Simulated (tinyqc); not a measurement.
Inside a calculation. Model: IGBT as a p-i-n diode in series with a MOS channel, on-state and switching loss.

Computed by the program tinyqc: `OMP_NUM_THREADS=1 python tinyqc.py 2590151 2590152 out.jsonl`, one thread of a shared Intel Xeon 2.30GHz, about 0.01 s for the whole run. Printed values are rounded.

High injection (n = p) in a drift layer from x = -W/2 (anode) to +W/2 (cathode side), recombination only in the layer with lifetime tau, ideal emitters. The channel feeds the cathode side and carries the whole current. Auger recombination, carrier-carrier scattering, emitter losses and the carrier dip under the p body are left out.

Parameters, values chosen for the exercise; material values close to those of silicon: temperature T = 350 K; band gap Eg = 1.13 eV; conduction-band density of states at T Nc = 3.49e19 cm^-3; valence-band density of states at T Nv = 3.34e19 cm^-3; electron mobility mn = 997 cm^2/(V s); hole mobility mp = 342 cm^2/(V s); width of the drift layer W = 130 um; doping of the drift layer Nd = 5.9e13 cm^-3; high-injection lifetime tau = 2.6 us; current density J = 50 A/cm^2; channel and accumulation resistance Rch = 1.5 mohm cm^2; link voltage Vdc = 800 V; turn-off energy per stored charge and link voltage ks = 0.13; switching frequency f = 20 kHz.

Constants: q = 1.602176634e-19 C, kB = 1.380649e-23 J/K, Vt = kB T/q. Results are converted to the units shown.

## Ambipolar length

b = mn/mp, B = (b - 1)/(b + 1), La = sqrt(2 Vt mn mp tau/(mn + mp)), y = W/(2 La).

b = 2.915205
B = 0.4891710
La = 63.19642 um
y = 1.028539

## Carrier profile

2 x/W, point 0 to 8: -1  -0.75  -0.5  -0.25  0  0.25  0.5  0.75  1

n(x) = (tau J/(2 q La))[cosh(x/La)/sinh y - B sinh(x/La)/cosh y]. x/La = (2 x/W) y.

n, point 0 to 8 (cm^-3): 1.072984e17  8.601149e16  7.044290e16  5.955759e16  5.263188e16  4.920531e16  4.905008e16  5.215587e16  5.872916e16

The density is 1.83 times higher at the anode than at the cathode side, since holes are the slower carriers; its smallest listed value is 831 times Nd.

## On-state voltage

n(x) = (tau J/(2 q La))[cosh(x/La)/sinh y - B sinh(x/La)/cosh y]. Vm = Vt [(8 b/(b + 1)^2)(sinh y/s) arctan(s sinh y) + B ln((1 + B tanh^2 y)/(1 - B tanh^2 y))], s = sqrt(1 - B^2 tanh^2 y); Vj = Vt ln(n(-W/2) n(W/2)/ni^2), ni = sqrt(Nc Nv) exp(-Eg/(2 Vt)), Eg in volts; Vc = J Rch; Von = Vm + Vj + Vc.

Vm = 0.06004038 V
Vj = 0.7642113 V
Vc = 0.075 V
Von = 0.8992517 V

Vm does not depend on J, since the carrier density grows with it. Junctions, layer and channel take 85, 6.7 and 8.3 % of Von.

## Stored charge, losses and the unipolar alternative

Stored charge tau J, turn-off energy Eoff = ks tau J Vdc, loss at half duty 0.5 J Von + f Eoff. A unipolar device on the same layer has Vu = J (W/(q mn Nd) + Rch).

stored charge = 130 uC/cm^2
Eoff = 13.52 mJ/cm^2
conduction loss = 22.48129 W/cm^2
switching loss = 270.4 W/cm^2
Vu = 69.04430 V

Both losses would be equal at f = 1.66 kHz.
